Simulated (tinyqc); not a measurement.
Born-von Karman spring model of a cubic crystal with one atom per cell: one step, computed by the program tinyqc. Command: `OMP_NUM_THREADS=1 python tinyqc.py 3007717 3007718 out.jsonl springs walk`. One thread of a shared host (Intel(R) Xeon(R) Processor @ 2.30GHz), about 0.1 s of CPU time with the checks.

First neighbours lie at a/2 (1,1,1) (8 of them), second at a (1,0,0) (6), with all permutations and signs; the volume per atom is Omega = a^3/2. Two shells of springs match a real metal only roughly, above all at the zone boundary.

Task: Dynamical matrix at q. A neighbour at R with unit vector n couples by the matrix K(R) = kL n n^T + kT (1 - n n^T), and D(q) = (1/M) sum_R K(R) [1 - cos(q.R)].

Inputs (values chosen for the exercise, modelled on sodium):
```
quantity               value           unit
atomic mass M          22.99              u
radial spring k1L      0.227  eV/angstrom^2
transverse spring k1T  -0.01  eV/angstrom^2
radial spring k2L      0.029  eV/angstrom^2
transverse spring k2T  0.006  eV/angstrom^2
```

Lattice: bcc.

wave vector q (2 pi/a): 0.31  0.1  0

Give: D(q).

Result:

D(q) (eV/(angstrom^2 u)):
```
         x        y        z
x  0.01473  0.00703  0.00000
y  0.00703  0.01237  0.00000
z  0.00000  0.00000  0.01199
```
